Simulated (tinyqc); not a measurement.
## Deep-level transient spectroscopy: the DLTS spectrum

Schottky contact on an n-type layer with shallow donors Nd (all ionised) and a donor-like deep trap, neutral when filled and positive when empty; depletion approximation. Traps within lam of the depletion edge stay filled. A long pulse to Vp fills the traps beyond x1 = Wp - lam; back at Vr those between x1 and x2 = Wr - lam emit. A rate window reads S = C(t2) - C(t1).

Emission rate en = sn vth(T) Nc(T) exp(-Et/kB T) = sn g T^2 exp(-Et/kB T), g = vth Nc/(300 K)^2, as vth goes as T^0.5 and Nc as T^1.5 (degeneracy factor 1). lam = sqrt(2 eps0 eps_r (EF - ET)/(q Nd)), EF - ET = Et - (kB T/q) ln(Nc(T)/Nd), Nc(T) = Nc (T/300 K)^1.5. In the steady state at the band bending V, 2 eps0 eps_r V/q = Nd W^2 + Nt (W - lam)^2 (the second term only if W > lam). W(t)^2 = Wr^2 + (Nt/Nd)(x2^2 - x1^2) exp(-en t), C = eps0 eps_r/W; for small Nt, dC/C = -(Nt/2 Nd) G exp(-en t) with G = (x2^2 - x1^2)/Wr^2. For an exponential transient S peaks where en = ew = ln(t2/t1)/(t2 - t1).

Inputs (values chosen for the exercise); material values close to those of silicon: relative permittivity eps_r = 11.6; conduction-band density of states at 300 K Nc = 2.79e19 cm^-3; thermal velocity at 300 K vth = 2.3e7 cm/s; shallow donor density Nd = 9.7e14 cm^-3; built-in voltage Vbi = 0.54 V; depth of the trap below the conduction edge Et = 0.41 eV; capture cross-section sn = 3.8e-16 cm^2; trap density Nt = 2.1e12 cm^-3; reverse bias Vr = 1.8 V; reverse bias during the filling pulse Vp = 0 V; first sampling time t1 = 0.5 ms; second sampling time t2 = 2 ms.

Constants: q = 1.602176634e-19 C, kB = 1.380649e-23 J/K, eps0 = 8.8541878128e-14 F/cm where lengths are in cm. Results are converted to the units shown.

The DLTS spectrum:

| T (K) | en (1/s) | S (pF/cm^2) |
|---|---|---|
| 210 | 17.29 | 0.07060 |
| 218 | 42.79 | 0.1714 |
| 226 | 99.57 | 0.3765 |
| 235 | 241.1 | 0.7785 |
| 243 | 502.1 | 1.207 |
| 251 | 999.8 | 1.400 |
| 259 | 1912 | 1.092 |
| 267 | 3523 | 0.5216 |
| 276 | 6731 | 0.1070 |
| 284 | 1.158e4 | 0.009598 |
| 292 | 1.937e4 | 1.977e-4 |
| 300 | 3.158e4 | 4.484e-7 |

S goes from 0.0706 through a maximum of 1.40 (at T = 251 K among the rows listed) to 4.48e-7 pF/cm^2; en equals ew = 924 1/s at 250.1 K. Colder, the trap has hardly emitted by t2; warmer, it is empty before t1. Rows above half of the largest S span 235 to 259 K.

Program tinyqc, `OMP_NUM_THREADS=1 python tinyqc.py 2050136 2050137 out.jsonl`; Intel Xeon 2.30GHz, shared host, one thread, about 0.01 s.
